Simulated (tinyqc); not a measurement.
Finite-size error of a charged defect in a periodic cell: Madelung and Makov-Payne terms: one step, computed by the program tinyqc. Command: `OMP_NUM_THREADS=1 python tinyqc.py 3004481 3004482 out.jsonl imagecharge walk`. One thread of a shared host (Intel(R) Xeon(R) Processor @ 2.30GHz), about 0.03 s of CPU time with the checks.

L is the cube root of the cell volume. The defect charge is a Gaussian, rho(r) = q (2 pi sigma^2)^(-3/2) exp(-r^2/2 sigma^2), repeated periodically in a uniform neutralising background and screened by a continuum. The model cell energy is E(L) = E_0 + [periodic - isolated electrostatic energy].

Problem. Madelung energy. Ewald sum for a unit point charge: scale each Cartesian component of the cell by 1/sqrt(eps_i), giving R', G' and V'; E = [ (1/2) sum erfc(eta R')/R' + (2 pi/V') sum exp(-G'^2/4 eta^2)/G'^2 - eta/sqrt(pi) - pi/(2 V' eta^2) ] e^2/(4 pi eps_0) / sqrt(eps_x eps_y eps_z), over n_i = -6..6, omitting n = (0,0,0), eta = 2/V'^(1/3). alpha = -2 E eps_g L/(e^2/(4 pi eps_0)), eps_g = (eps_x eps_y eps_z)^(1/3).

Inputs (values chosen for the exercise, for a model uniaxial host):
```
quantity                    value      unit
charge q                        1         e
cell length L                  15  angstrom
dielectric constant eps_xy   8.46         -
dielectric constant eps_z    15.8         -
```

Supercell lattice: tetragonal. Screening: uniaxial.

cell vectors (rows) (angstrom):
```
          1         2         3
1  15.96760   0.00000   0.00000
2   0.00000  15.96760   0.00000
3   0.00000   0.00000  13.23714
```

Constants: e^2/(4 pi eps_0) = 14.39964548 eV angstrom.

Give: terms for a unit charge; Madelung constant alpha; point-charge correction -q^2 E.

Solution.

terms for a unit charge (eV): real space 0.0056, reciprocal 0.0154, self -0.1040, background -0.0362

Madelung constant alpha = 2.586

point-charge correction -q^2 E = 0.1191 eV

Cubic cells have alpha = 2.837 (sc) to 2.888 (fcc, bcc); this cell, as seen through the screening, is so far from compact that alpha drops well below.
